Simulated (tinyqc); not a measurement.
What moves the results: two-band massive Dirac model of the K valleys. A value that a table varies takes the place of the one given here.

Basis (conduction, valence): H = [[D/2, a t (tau kx - i ky)], [a t (tau kx + i ky), -D/2 + lam tau sz]], valley tau = +/-1, spin sz = +/-1. The gap of a spin and valley is G = D - lam tau sz. Berry curvature Omega = curl of i<u|grad u>; for the conduction band Omega_c = -tau 2 a^2 t^2 G/(G^2 + 4 a^2 t^2 k^2)^(3/2), and Omega_v = -Omega_c.

Constants: hbar^2/2m0 = 3.80998211 eV angstrom^2.

Parameters, chosen for this exercise (near those used for monolayer MoS2; not measured data):

| symbol | value | unit | meaning |
|---|---|---|---|
| a | 3.201 | angstrom | lattice constant |
| D | 1.6 | eV | gap parameter |
| t | 1.1 | eV | effective hopping |
| lam | 0.073 | eV | half the valence spin splitting |

## Away from the valley

Flavour tau = +1, sz = +1. Parabolic transition energy G + 2 a^2 t^2 k^2/G; degree of circular polarisation eta = 2 cos(theta)/(1 + cos^2(theta)). The last column is the Berry flux of the conduction band inside |k|, over 2 pi: -(1 - cos(theta))/2, cos(theta) = G/(transition energy).

Along |k|:

| \|k\| (1/angstrom) | transition (eV) | parabolic (eV) | Omega_c (angstrom^2) | eta | flux/2 pi |
|---|---|---|---|---|---|
| 0.000 | 1.5270 | 1.5270 | -10.634 | 1.0000 | 0.0000 |
| 0.025 | 1.5371 | 1.5371 | -10.426 | 1.0000 | -0.0033 |
| 0.050 | 1.5671 | 1.5676 | -9.839 | 0.9997 | -0.0128 |
| 0.075 | 1.6158 | 1.6183 | -8.976 | 0.9984 | -0.0275 |
| 0.100 | 1.6816 | 1.6894 | -7.963 | 0.9954 | -0.0460 |
| 0.150 | 1.8568 | 1.8924 | -5.915 | 0.9812 | -0.0888 |
| 0.200 | 2.0774 | 2.1765 | -4.224 | 0.9544 | -0.1325 |
| 0.300 | 2.6067 | 2.9885 | -2.138 | 0.8723 | -0.2071 |

What does this show?

The curvature halves at |k| = 0.166 1/angstrom, where 2 a t k = 0.766 G. At 0.3 the parabola is 382 meV too high, eta has fallen only to 0.872, and the flux has reached -0.207 of the -1/2 that a whole cone holds. The real bands leave this model beyond about 0.1 to 0.2 1/angstrom, where trigonal warping and other bands enter.

## Hole doping of the spin-split valence bands

The Fermi level lies E below the top of the valence band. kF for the upper and lower band of valley +1 from the two-band energy; each flavour holds kF^2/(4 pi) holes per area and both valleys count. Spin polarisation within one valley; Berry flux removed from valley +1, the sum of (1 - cos(theta_F))/2 with cos(theta_F) = G/sqrt(G^2 + 4 a^2 t^2 kF^2), in units of 2 pi.

Holes:

| E (meV) | kF upper (1/angstrom) | kF lower | p (1e12/cm^2) | spin polarisation in a valley | flux/2 pi |
|---|---|---|---|---|---|
| 18.2 | 0.0477 | 0.0000 | 3.62 | 1.000 | 0.0117 |
| 36.5 | 0.0678 | 0.0000 | 7.33 | 1.000 | 0.0228 |
| 73.0 | 0.0971 | 0.0000 | 14.99 | 1.000 | 0.0436 |
| 109.5 | 0.1202 | 0.0000 | 23.00 | 1.000 | 0.0627 |
| 138.7 | 0.1365 | 0.0000 | 29.66 | 1.000 | 0.0769 |
| 160.6 | 0.1479 | 0.0446 | 37.95 | 0.833 | 0.0955 |
| 219.0 | 0.1756 | 0.1014 | 65.45 | 0.500 | 0.1516 |
| 292.0 | 0.2070 | 0.1464 | 102.28 | 0.333 | 0.2126 |

What can be read from the table?

Up to E = 2 lam = 146 meV, a density of 31.4e12/cm^2, only the upper band of this model is emptied and each valley is fully spin-polarised, oppositely in the two. Beyond it the polarisation falls, to 0.33 in the last row. The flux, times e^2/h, is in size the change of the Hall conductivity of one valley; the other valley cancels it in the charge current. Rows with kF above about 0.2 1/angstrom lie beyond the range of the model, and in real layers the valley at Gamma, close below in MoS2 and WS2, can take holes as well.

## What each parameter does

Flavour tau = sz = +1 at k = 0: gap G, mass c G/(a t)^2 with c = hbar^2/2m0, Omega_c, and the B - A splitting 2 lam. Each row changes one parameter from the base and keeps the others.

Results:

| case | G (eV) | mass (m0) | Omega_c (angstrom^2) | B - A (eV) |
|---|---|---|---|---|
| base | 1.5270 | 0.4693 | -10.634 | 0.1460 |
| a = 3.265 angstrom | 1.5270 | 0.4510 | -11.064 | 0.1460 |
| D = 1.44 eV | 1.3670 | 0.4201 | -13.269 | 0.1460 |
| t = 1.21 eV | 1.5270 | 0.3878 | -12.867 | 0.1460 |
| lam = 0.1095 eV | 1.4905 | 0.4580 | -11.162 | 0.2190 |

What does this show?

The largest shifts from the base row, up to three for each result and ties (the steps differ in size, so this ranks the rows, not the parameters). G (eV): D -0.1600, lam -0.0365; unchanged at the printed digits by a and t. mass (m0): t -0.0814, D -0.0492, a -0.0182. Omega_c (angstrom^2): D -2.635, t -2.233, lam -0.527. B - A (eV): lam +0.0730; unchanged at the printed digits by a, D and t. The mass goes as G/(a t)^2 and the curvature as (a t)^2/G^2, so their product is -2c/G.

Computed by tinyqc, a small Python program: `OMP_NUM_THREADS=1 python tinyqc.py 1480658 1480659 out.jsonl` (the numbers bound the seed that draws the inputs); one thread of a shared host (Intel(R) Xeon(R) Processor @ 2.30GHz), about 0.01 s for the whole set of steps.
